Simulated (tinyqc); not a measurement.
Approximations against the iterative solution: electron mobility of a polar semiconductor by Rode's iterative solution of the Boltzmann equation. Computed by tinyqc, a small Python program. Command: `OMP_NUM_THREADS=1 python tinyqc.py 3021787 3021788 out.jsonl rode walk`. One thread of a shared host (Intel(R) Xeon(R) Processor @ 2.30GHz), about 0.01 s of CPU time with the checks.

The distribution is f(E) + e F l(E) (-df/dE) cos(theta) for a weak field F, theta counted from the force; l(E) is a mean free path. Elastic processes enter by their momentum rate, polar optical phonons by out- and in-scattering terms. One valley only: where upper valleys lie close, measured mobilities are lower. The density n is prescribed, even where a narrow-gap material would have more intrinsic carriers.

Inputs (values chosen for the exercise, modelled on GaSb): effective mass m = 0.0396 m_0; static permittivity eps_s = 15.7; high-frequency permittivity eps_inf = 14.4; density rho = 5610 kg/m^3; sound velocity v_l = 4170 m/s; acoustic deformation potential D_A = 7.9 eV; optical phonon energy hbar w = 29.3 meV; electron density n = 1.9e+17 1/cm^3; compensation ratio C = 0; temperature T = 150 K; grid points per phonon energy s = 6; iteration cap = 200.

Band: parabolic. Elastic processes: acoustic, impurity.

Constants: k_B = 8.617333262e-05 eV/K; m_0 = 9.1093837015e-31 kg; e = 1.602176634e-19 C; hbar = 1.054571817e-34 J s; eps_0 = 8.8541878128e-12 F/m; k_B = 1.380649e-23 J/K; hbar = 6.582119569e-16 eV s.

Method:
- Parabolic band: E = hbar^2 k^2/(2 m), speed v = hbar k/m, states per spin, volume and energy g(E) = m k/(2 pi^2 hbar^2). Masses are multiplied by m_0 and all formulas are in SI units.
- The reduced Fermi level eta = E_F/(k_B T) solves n = 2 Z int g f dE with f = 1/(1 + exp(x - eta)) (Z = 1 unless valleys are given); screening length L_s = sqrt(eps_s eps_0 k_B T/(e^2 dn/deta)), dn/deta = 2 Z int g f (1 - f) dE.
- Integrals over x = E/(k_B T) use 160 Gauss-Legendre points in u = sqrt(x) from 0 to sqrt(max(eta, 0) + 32).
- N_I = n (1 + C)/(1 - C).
- Phonon occupation N_q = 1/(exp(hbar w/(k_B T)) - 1).
- Acoustic deformation potential (elastic, equipartition, absorption and emission together): 1/tau = 2 pi k_B T D_A^2 g(E)/(hbar rho v_l^2).
- Singly charged impurities, momentum relaxation: 1/tau = N_I e^4 m (1 + 2 alpha E) Phi/(8 pi (eps_s eps_0)^2 hbar^3 k^3), with alpha = 0 for a parabolic band.
- Brooks-Herring: Phi = ln(1 + b) - b/(1 + b), b = 4 k^2 L_s^2.
- Polar optical, unscreened: W = e^2 w (1/eps_inf - 1/eps_s) m (1 + 2 alpha E') ln|(k + k')/(k - k')| / (4 pi eps_0 hbar^2 k), times N_q for absorption (E' = E + hbar w) and N_q + 1 for emission (E' = E - hbar w > 0), with alpha = 0 for a parabolic band; mean cosine of the angle <cos> = (k^2 + k'^2)/(2 k k') - 1/ln|(k + k')/(k - k')|.
- Energy grid E_j = (j + 1/2) hbar w/s, j = 0, 1, ..., up to (max(eta, 0) + 18) k_B T, so that E_j +/- hbar w are grid points; l = 0 beyond the grid; integrals are sums times the spacing.
- With f' = f(E'): out-scattering S_o = sum over absorption and emission of W (1 - f')/(1 - f); nu = sum of elastic rates; the in-scattering weights are c+ = W_abs <cos> (1 - f')/(1 - f) for E' = E + hbar w and c- likewise for emission.
- Iteration: l_new(E) = [v(E) + c+ l(E + hbar w) + c- l(E - hbar w)]/(nu + S_o), from l = 0.
- mu = e sum g v l f (1 - f) / (3 k_B T sum g f) over the grid; stop when mu changes by less than 1e-8 of itself.
- Self-energy RTA: l = v/(nu + S_o), the first iteration. Momentum RTA: l = v/(nu + S_o - c+ v(E + hbar w)/v - c- v(E - hbar w)/v), listed only where the denominator is positive on the whole grid. The polar-only value solves the same system with nu = 0; the elastic value takes l = v/nu.

reduced Fermi level eta = 1.92675

ionised impurity density N_I = 1.90e+17 1/cm^3

screening length L_s = 10.5782 nm

mobility mu = 18734.8 cm^2/(V s)

Mobilities:
```
method                              mu (cm^2/(V s))  deviation (%)
iterative solution                       1.8735e+04           0.00
self-energy RTA                          1.5732e+04         -16.03
momentum RTA                             1.8909e+04           0.93
polar phonons alone, exact               1.0825e+05         477.80
elastic processes alone                  2.6583e+04          41.89
Matthiessen's rule on the last two       2.1342e+04          13.92
```

self-energy RTA mobility = 15732 cm^2/(V s)

polar-phonon mobility = 1.0825e+05 cm^2/(V s)

elastic mobility = 26583 cm^2/(V s)

error of the self-energy RTA = -16.030 %

The self-energy RTA is 16.0 % low: it counts every polar event as a full loss of current. Here hbar w/k_B T = 2.27. Matthiessen's rule is 13.9 % high. The momentum RTA deviates by +0.9 %. Caution: the gas is degenerate, and screening of the polar coupling, left out here, would raise the mobility.
